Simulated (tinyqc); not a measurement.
Pressure series at fixed power: global model of a low-pressure process discharge: electron temperature, density, ion flux and ion energy. Computed by tinyqc, a small Python program. Command: `OMP_NUM_THREADS=1 python tinyqc.py 3113405 3113406 out.jsonl plasma walk`. One thread of a shared host (Intel(R) Xeon(R) Processor @ 2.30GHz), about 0.01 s of CPU time with the checks.

Maxwellian electrons with temperature T_e in eV, one positive ion, no negative ions, uniform bulk density n; rate constants have the Arrhenius form.

Inputs (values chosen for the exercise, of the order of those of an inductive discharge in a simple atomic gas):
```
quantity                      value   unit
ion mass M                       28      u
ionisation prefactor K0     7.4e-14  m^3/s
ionisation energy E_iz         16.8     eV
excitation prefactor X0     7.5e-15  m^3/s
excitation energy E_ex         9.28     eV
elastic rate constant K_el  7.3e-14  m^3/s
ion-neutral cross section   6.5e-19    m^2
gas temperature T_g             300      K
radius R                         20     cm
height L                        5.7     cm
absorbed power P                210      W
```

Constants: k_B = 1.380649e-23 J/K; e = 1.602176634e-19 C; u = 1.6605390666e-27 kg; m_0 = 9.1093837015e-31 kg.

Method:
- n_g = p/(k_B T_g), lambda_i = 1/(n_g sigma), K_iz = K0 exp(-E_iz/T_e), h_L = 0.86/sqrt(3 + L/(2 lambda_i)), h_R = 0.8/sqrt(4 + R/lambda_i), A_eff = 2 pi R^2 h_L + 2 pi R L h_R and d_eff = pi R^2 L/A_eff follow p.
- Particle balance: K0 exp(-E_iz/T_e) n_g d_eff = u_B, u_B = sqrt(e T_e/M).
- E_c = E_iz + (X0 exp(-E_ex/T_e) E_ex + K_el (3 m_0/M) T_e)/K_iz; E_T = E_c + (5/2) T_e + (T_e/2) ln(M/(2 pi m_0)); n = P/(e u_B A_eff E_T); J = e h_L n u_B. Pressures without a root below 2 E_iz are left out.

Against pressure:
```
p (Pa)  T_e (eV)  E_c (eV)  E_T (eV)  n (1/cm^3)  J (mA/cm^2)
0.1       5.4888     20.51     58.94  3.7093e+10       1.1972
0.2       4.2404     22.35     52.04  5.1717e+10       1.3803
0.5       3.2410     26.41     49.10  7.4401e+10       1.4972
1.0       2.7301     31.65     50.77  9.4897e+10       1.4671
2.0       2.3444     40.23     56.64  1.1706e+11       1.3265
5.0       1.9641     60.66     74.41  1.4274e+11       1.0160
10.0      1.7456     88.20    100.42  1.5425e+11       0.7546
20.0      1.5698    134.04    145.03  1.5694e+11       0.5231
```

T_e falls from 5.49 to 1.57 eV, n changes by a factor 4.2 and J by 0.44; in J = P h_L/(A_eff E_T), E_T changes by a factor 2.46 and is least at 0.5 Pa, between wall losses at high T_e and excitation losses at low T_e.

Extremes, crossings and ranges named in words are read from the listed rows.
